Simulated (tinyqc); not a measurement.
What each parameter does: cyclotron resonance of ellipsoidal valleys, Si type.

Valleys along [100], [010], [001] (each with its opposite partner), mass ml along the axis and mt across it. B lies in the (1-10) plane, b = (sin(theta)/sqrt2, sin(theta)/sqrt2, cos(theta)). For the angle phi between B and the axis, 1/mc^2 = cos^2(phi)/mt^2 + sin^2(phi)/(mt ml). Resonance: h nu = 2 muB B/mc, h = 2 pi hbar.

Constants: hbar = 6.58211957e-16 eV s; muB = 5.788381798e-05 eV/T.

Inputs chosen for the exercise (near those of Si; not measured data):
```
symbol  value  unit     meaning
ml      0.921  m0       longitudinal mass
mt      0.193  m0       transverse mass
theta   73     degrees  angle of B from [001] towards [110]
nu      9.4    GHz      microwave frequency
```

Resonance fields B = h nu mc/(2 muB) of the valleys [100] and [001].

One parameter was then changed.

Results before and after:
```
case,[100] (T),[001] (T)
base,0.0858,0.1231
changed,0.0943,0.1354
```

Which of these changes was made? (a) theta = 77 degrees; (b) nu = 10.34 GHz; (c) ml = 1.059 m0; (d) mt = 0.174 m0.

Answer: (b) nu = 10.34 GHz. Of the candidates, run in turn, only this one gives the changed row.

All candidates:
```
case,[100] (T),[001] (T)
base,0.0858,0.1231
ml = 1.059 m0,0.0869,0.1291
mt = 0.174 m0,0.0781,0.1150
theta = 77 degrees,0.0848,0.1297
nu = 10.34 GHz,0.0943,0.1354
```

Run: tinyqc, `OMP_NUM_THREADS=1 python tinyqc.py 1250715 1250716 out.jsonl`; Intel(R) Xeon(R) Processor @ 2.30GHz, one thread, shared host; about 0.01 s of CPU time with all checks.
